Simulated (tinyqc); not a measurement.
Atomic layer deposition: Langmuir saturation, growth per cycle and coating of deep features: one step, computed by the program tinyqc. Command: `OMP_NUM_THREADS=1 python tinyqc.py 3031211 3031212 out.jsonl ald walk`. One thread of a shared host (Intel(R) Xeon(R) Processor @ 2.30GHz), about 0.01 s of CPU time with the checks.

Precursor A sticks only on free sites, so a long enough pulse saturates; co-reactant B then frees the sites again.

Task: Steady growth per cycle. One cycle from coverage th0: pulse A gives th1 = th_s + (th0 - th_s) exp(-(k_a + k_d) t), th_s = k_a/(k_a + k_d); the purge leaves th2 = th1 exp(-k_d t_p); pulse B converts c_B th2 into film and leaves th3 = (1 - c_B) th2. Growth = G c_B th2. The periodic state has th0 = th3: th0 = (1 - c_B) e_p th_s (1 - e_a)/(1 - (1 - c_B) e_p e_a), with e_a = exp(-(k_a + k_d) t), e_p = exp(-k_d t_p). Share of impinging molecules used = q (th1 - th0)/(F t).

Inputs (values chosen for the exercise, modelled on zinc oxide from diethylzinc and water):
```
quantity                              value      unit
site density q                          7.4    1/nm^2
growth per cycle at saturation G        1.9  angstrom
temperature T                           250         C
pulse time t                            3.1         s
co-reactant completion per pulse c_B   0.95         -
purge time t_p                          2.1         s
```

k_a = 6.039096 1/s

k_d = 0.004816111 1/s

flux F = 18620.55 1/(nm^2 s)

Give: coverage after pulse A; growth per cycle; share of impinging molecules used.

Result:

coverage after pulse A = 0.99920

growth per cycle = 1.7854 angstrom

share of impinging molecules used = 1.2175e-04

The pulse is 18.72 filling times long: saturated.
